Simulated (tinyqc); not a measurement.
A run and its error bars: classical Heisenberg spin chain: exact results, Metropolis, heat-bath and over-relaxation steps, and a Monte Carlo run. Computed by tinyqc, a small Python program. Command: `OMP_NUM_THREADS=1 python tinyqc.py 3130115 3130116 out.jsonl heismc walk`. One thread of a shared host (Intel(R) Xeon(R) Processor @ 2.30GHz), about 0.2 s of CPU time with the checks.

E = -J sum_i s_i . s_(i+1) for unit vectors s_i on an open chain; K = J/(k_B T).

Inputs (values chosen for the exercise, for a model chain of large moments): coupling J = -5.6 meV; temperature T = 25.7 K; moment mu = 5.8 mu_B; length N of the open chain = 12; seed = 850837.

Update: Metropolis.

Constants: k_B = 8.617333262e-05 eV/K; mu_B = 5.7883818060e-05 eV/T.

Method:
- Each bond angle is independent, so u = <s_i . s_(i+1)> = coth K - 1/K, <s_i . s_(i+n)> = u^n, correlation length xi = -1/ln|u|, energy per bond -J u, heat capacity per bond c/k_B = 1 - K^2/sinh^2 K, and for the long chain chi = mu^2 (1 + u)/(3 k_B T (1 - u)) per spin.
- For N spins, <|sum s|^2>/N = (1 + u)/(1 - u) - 2 u (1 - u^N)/(N (1 - u)^2); the long chain has (1 + u)/(1 - u), chi over the Curie value, and the difference is relative to it.
- From the ordered state (alternating for J < 0), with trial spins uniform on the sphere, 200 sweeps are discarded and 1600 recorded (even and odd sites in turn; random numbers not printed, so these rows are one sample). Errors are the scatter of block means over sqrt(number of blocks).

K = -2.52861

u = -0.617334

<|sum s|^2>/N = 0.275817

Blocking:
```
block length  mean bond product      error  <|sum s|^2>/N      error
1                      -0.61949  0.0026427        0.27243  0.0054050
4                      -0.61949  0.0043714        0.27243  0.0067670
16                     -0.61949  0.0062538        0.27243  0.0082622
40                     -0.61949  0.0066734        0.27243  0.0075156
80                     -0.61949  0.0066405        0.27243  0.0094458
```

What does the comparison show, and why?

With blocks of 40 the bond product is 0.3 error bars from the exact u = -0.6173, and <|sum s|^2>/N is 0.5 from the exact 0.276. Blocking to 40 changes the two errors by factors 2.5 and 1.4, because successive sweeps are correlated. An error still rises at blocks of 80, so the bars may be too small. 28 % of the trial spins are accepted.
